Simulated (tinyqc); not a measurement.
Composition of the layer: band edges of strained Si(1-x)Ge(x) on relaxed Si(1-y)Ge(y).

Values are linear in the Ge fraction but for ED(x) = linear - CD x (1 - x) and a(x) = linear - Ca x (1 - x). Energies are on the common scale of Ev.

Coherent growth on a (110) face: e_par = (a(y) - a(x))/a(x), e_perp = -(C11 + 3 C12 - 2 C44)/(C11 + C12 + 2 C44) e_par; exx = eyy = (e_par + e_perp)/2, ezz = e_par, exy = (e_perp - e_par)/2, eyz = ezx = 0.

A valley with unit axis u lies at Ev + gap + (av + a_valley) tr(e) + Xu (u.e.u - tr(e)/3); the Delta axes are x, y, z and the L axes [111], [1-1-1], [-11-1], [-1-11]. The second-order shift of the Delta valleys under shear is left out; it lowers the pair normal to the sheared plane by tens of meV at a shear of 1 %.

Valence edges: Ev plus the levels of the 6 x 6 matrix of X, Y, Z times spin with -Dso/3 + l exx + m (eyy + ezz) on the diagonal (cyclic), n exy off it, l = av + 2 b, m = av - b, n = sqrt(3) d. Spin-orbit term (Dso/3) L.sigma on X, Y, Z with (L_k)_ij = -i epsilon_kij: <X+|H|Y+> = -i Dso/3, <X+|H|Z-> = Dso/3, <Y+|H|Z-> = -i Dso/3, <Z+|H|X-> = -Dso/3, <Z+|H|Y-> = i Dso/3, <X-|H|Y-> = i Dso/3, and their conjugates; + and - are the spin along z.

Inputs chosen for the exercise (end members near Si and Ge, in this order; the results hold for these values, not for the real material): a = (5.432, 5.651) angstrom (lattice constant); Dso = (0.044, 0.292) eV (spin-orbit splitting); av = (2.44, 1.25) eV (valence hydrostatic potential); b = (-2.13, -2.53) eV (tetragonal shear potential); d = (-4.73, -5.28) eV (trigonal shear potential); C11 = (164.6, 129.7) GPa; C12 = (63.8, 47.7) GPa; C44 = (79.9, 67.4) GPa; Ev = (0, 0.68) eV (top of the unstrained valence band); ED = (1.155, 0.927) eV (gap to the Delta valleys); EL = (2.044, 0.749) eV (gap to the L valleys); aD = (1.6, 1.42) eV (hydrostatic potential of the Delta gap); aL = (-3.35, -2.82) eV (hydrostatic potential of the L gap); XuD = (9.24, 9.41) eV (uniaxial potential, Delta); XuL = (15.91, 15.71) eV (uniaxial potential, L); CD = 0.18 eV (bowing of the Delta gap); Ca = 0.026 angstrom (bowing of the lattice constant); face = 110 (growth face); y = 0.61 (Ge fraction of the relaxed buffer).

The buffer is kept. dEc = Ec(buffer) - Ec(layer), dEv = Ev(layer) - Ev(buffer); buffer edges Ev(y) and Ev(y) + min(ED, EL). The digit behind Delta or L counts whole valleys.

Results:

| x | e_par (%) | lowest valleys | gap (eV) | next valleys above (meV) | valence splitting (meV) | dEc (eV) | dEv (eV) |
|---|---|---|---|---|---|---|---|
| 0.06 | 2.13 | Delta4 | 0.983 | 148 | 228 | 0.139 | -0.149 |
| 0.19 | 1.64 | Delta4 | 0.977 | 114 | 171 | 0.119 | -0.123 |
| 0.33 | 1.11 | Delta4 | 0.975 | 77 | 109 | 0.089 | -0.091 |
| 0.46 | 0.60 | Delta4 | 0.975 | 41 | 55 | 0.052 | -0.054 |
| 0.73 | -0.49 | Delta2 | 0.899 | 33 | 37 | -0.016 | 0.090 |
| 0.87 | -1.07 | Delta2 | 0.819 | 20 | 73 | -0.044 | 0.199 |
| 1.00 | -1.62 | L2 | 0.629 | 120 | 102 | 0.042 | 0.302 |

The gap is 0.983 eV in the first row and 0.629 eV in the last. The lowest valleys change: Delta4 to Delta2 between x = 0.46 and 0.73, Delta2 to L2 between x = 0.87 and 1.00. Per 0.1 of x the valence offset moves by +48 meV on average; the conduction offset lies between -44 and +139 meV, not monotonically. Both carriers sit on one side for x = 1.00, and on opposite sides elsewhere. Offsets below about 30 meV are within the spread of parameter sets, so those rows do not settle the type. Strains above 2 % can be kept only in layers of a few nanometres.

Computed by tinyqc, a small Python program: `OMP_NUM_THREADS=1 python tinyqc.py 1080543 1080544 out.jsonl` (the numbers bound the seed that draws the inputs); one thread of a shared host (Intel(R) Xeon(R) Processor @ 2.30GHz), about 0.01 s for the whole set of steps.
